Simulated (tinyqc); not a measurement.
# Effective-mass impurity with a central-cell term, in a basis of Slater functions, step by step

A worked calculation. Computed by tinyqc, a small Python program that keeps every step. Command: `OMP_NUM_THREADS=1 python tinyqc.py 3022938 3022939 out.jsonl centralcell walk`. One thread of a shared host (Intel(R) Xeon(R) Processor @ 2.30GHz), about 0.01 s of CPU time with the checks. Intermediate numbers are printed to about 5 digits and carried at full precision; extremes and crossings named in words are read from the listed rows.

The envelope obeys H = -nabla^2 - (2/r) [Z + A exp(-kappa r)] in effective units, with kappa = a*/lambda; positive A deepens the well near the core.

Inputs (values chosen for the exercise, for a model semiconductor):

| quantity | value | unit |
|---|---|---|
| effective mass m | 0.219 | m_0 |
| dielectric constant eps | 9.32 | - |
| charge Z of the core | 1 | - |
| central-cell strength A | 3.5 | - |
| central-cell range lambda | 2.2 | angstrom |
| basis size n | 3 | - |
| smallest exponent zeta_1 | 0.59 | 1/a* |
| ratio beta of exponents | 2.3 | - |

Impurity: donor, one isotropic band.

Constants: Ry = 13.605693123 eV; a_0 = 0.529177210903 angstrom.

## Effective units

Units: Ry* = Ry m/eps^2 and a* = a_0 eps/m, with m in m_0. kappa = a*/lambda; the hydrogenic ground state is bound by Z^2 Ry*.

Ry* = 34.303 meV

a* = 22.520 angstrom

kappa = 10.236 1/a*

hydrogenic binding energy = 34.303 meV

## Matrices over the s basis

zeta_i = zeta_1 beta^(i-1), i = 1..n. For s functions exp(-zeta r), with s = zeta_i + zeta_j: S = 2/s^3, T = zeta_i zeta_j S, V = -2 Z/s^2, W = -2 A/(s + kappa)^2; each function is normalised by dividing by sqrt(S_ii S_jj).

exponents (1/a*): 0.59  1.357  3.1211

overlap S:
```
        1       2       3
1  1.0000  0.7765  0.3911
2  0.7765  1.0000  0.7765
3  0.3911  0.7765  1.0000
```

kinetic T (Ry*):
```
         1         2        3
1   0.3481   0.62169  0.72025
2  0.62169  1.841449   3.2887
3  0.72025    3.2887   9.7413
```

Coulomb V (Ry*):
```
         1        2        3
1    -1.18  -1.5118  -1.4515
2  -1.5118   -2.714  -3.4772
3  -1.4515  -3.4772  -6.2422
```

central cell W (Ry*):
```
           1         2         3
1  -0.044122  -0.13513  -0.35967
2   -0.13513  -0.41718   -1.1272
3   -0.35967   -1.1272   -3.1350
```

## Generalised eigenproblem

(T + V + W) c = E S c with c^T S c = 1 and the largest component positive.

two lowest levels (Ry*): -1.3479  -0.1621

coefficients of the lowest state: 0.17136  0.72873  0.17098

<T> = 2.2899 Ry*

<W> = -0.65020 Ry*

## Converged levels

Large basis: zeta_i = 0.06 x 1.6^(i-1), i = 1..22, same formulas; for p functions r exp(-zeta r): S = 24/s^5, T = zeta_i zeta_j S (centrifugal term included), V = -12 Z/s^4, W = -12 A/(s + kappa)^4; overlap eigenvalues below 1e-11 are dropped. Binding energies are -E Ry*; the effective quantum number is nu = Z/sqrt(-E); |psi(0)|^2 is given relative to the hydrogenic Z^3/(pi a*^3).

1s binding energy = 47.505 meV

2s binding energy = 9.9712 meV

2p binding energy = 8.5795 meV

effective quantum number of 1s = 0.84976

relative |psi(0)|^2 = 7.8875

The central cell moves 1s by +13.202 meV, 2s by +1.395 meV and 2p by +0.0038 meV: p states vanish at the core, so the 2p level gives the hydrogenic scale and 1s the chemical shift. The small basis lies 1.3 meV above the converged 1s level. Caution: the density at the core is many times hydrogenic, so the result hangs on the model potential inside one cell, where the envelope picture is weak.

## Chemical shift by three methods

First order: shift = 8 A Z^3/(2 Z + kappa)^2 Ry*. One exponent: minimise zeta^2 - 2 Z zeta - 8 A zeta^3/(2 zeta + kappa)^2 by golden section on 0.2 to 6 Z. All shifts are the binding beyond Z^2 Ry*.

Shift of the 1s binding energy (meV):

| A | first order | one exponent | large basis |
|---|---|---|---|
| -3.500 | -6.4147 | -4.866 | -4.182 |
| -1.750 | -3.2074 | -2.759 | -2.531 |
| 0.350 | 0.6415 | 0.664 | 0.678 |
| 0.875 | 1.6037 | 1.752 | 1.850 |
| 1.750 | 3.2074 | 3.877 | 4.359 |
| 3.500 | 6.4147 | 10.033 | 13.202 |
| 4.380 | 8.0276 | 14.975 | 21.542 |

The three columns are ordered, first order <= one exponent <= large basis, since each is a variational bound with more freedom. At the largest attractive A first order gives 37 % and one exponent 70 % of the shift; at the most repulsive A the true shift is -4.182 meV against -6.415. Attraction pulls the envelope in and feeds itself, repulsion pushes it out and saturates.

## Convergence with the basis

The error is the lowest level above the large-basis value.

Error of the 1s level:

| n | error (meV) | largest exponent (1/a*) |
|---|---|---|
| 1 | 1.7454e+01 | 5.9000e-01 |
| 2 | 3.2197e+00 | 1.3570e+00 |
| 3 | 1.2691e+00 | 3.1211e+00 |
| 4 | 3.5113e-02 | 7.1785e+00 |
| 5 | 1.7059e-02 | 1.6511e+01 |
| 6 | 1.6983e-02 | 3.7974e+01 |
| 7 | 1.6917e-02 | 8.7341e+01 |
| 8 | 1.6888e-02 | 2.0088e+02 |

The error falls from 17.5 to 0.0169 meV. The last function changes it by less than 5 %: it has levelled off, and what remains is set by beta and zeta_1, not by the range of exponents.

Checks made by the program: the large basis at A = 0 against Z^2, Z^2/4 and Z^2/4 (relative difference 5e-06).
